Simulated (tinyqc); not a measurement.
Thermal stress and diffusional relaxation in a metal film: Coble and Nabarro-Herring creep, cooling and holds. Changing the cooling rate. Computed by tinyqc, a small Python program. Command: `OMP_NUM_THREADS=1 python tinyqc.py 3030312 3030313 out.jsonl creep sweep`. One thread of a shared host (Intel(R) Xeon(R) Processor @ 2.30GHz), about 0.1 s of CPU time with the checks.

A thin film on a rigid substrate is stress-free at T0. Tension is positive and the film creeps linearly: d sigma/dt = -M (mismatch) dT/dt - sigma/tau.

Inputs (values chosen for the exercise, modelled on silver films on silicon):
```
quantity                           value        unit
biaxial modulus M                    125         GPa
expansion mismatch                  16.6      1e-6/K
atomic volume Omega                   17  angstrom^3
lattice prefactor D0             3.3e-05       m^2/s
lattice energy E                    1.95          eV
boundary prefactor (delta D_b)0  3.9e-15       m^3/s
boundary energy E_b                0.938          eV
grain size d                        0.35          um
stress-free temperature T0           250           C
hold temperature T                   140           C
```

Constants: k_B = 1.380649e-23 J/K; k_B = 8.617333262e-05 eV/K.

Method:
- Thermoelastic slope = M x mismatch; sigma_0 = slope x (T0 - T).
- Creep rate per stress: Nabarro-Herring 14 D Omega/(k_B T d^2), Coble (14 pi) delta D_b Omega/(k_B T d^3), with D = D0 exp(-E/(k_B T)), delta D_b = (delta D_b)0 exp(-E_b/(k_B T)); 1/tau = M x (sum of both)/2 (biaxial strain rate is half the uniaxial one).
- Temperatures in kelvin are T(C) + 273.15.
- Cooling from T0 at the constant rate: d sigma/dT = -slope + sigma/(tau(T) x rate), integrated to 25 C (stiff solver, tolerance 1e-9).
- Effective stress-free temperature T_eff = 25 C + sigma/slope.

One run for each value:
```
cooling rate (C/min)  stress at 25 C (MPa)  effective stress-free temperature (C)
0.03                                 107.5                                   76.8
0.1                                  135.7                                   90.4
0.4                                  171.1                                  107.4
1                                    196.3                                  119.6
5                                    244.8                                  143.0
20                                   291.4                                  165.4
70                                   337.9                                  187.8
300                                  397.1                                  216.4
1000                                 437.2                                  235.7
```

Over the rows, stress at 25 C (MPa) rises from 108 to 437 (exponent d ln y / d ln x 0.19 between the first rows and 0.080 between the last). Slower cooling lets the film creep to a lower temperature before the stress freezes in.

Caution (all rows): bulk creep laws overstate relaxation in a bonded film, and dislocation glide would cap stresses above the yield stress.
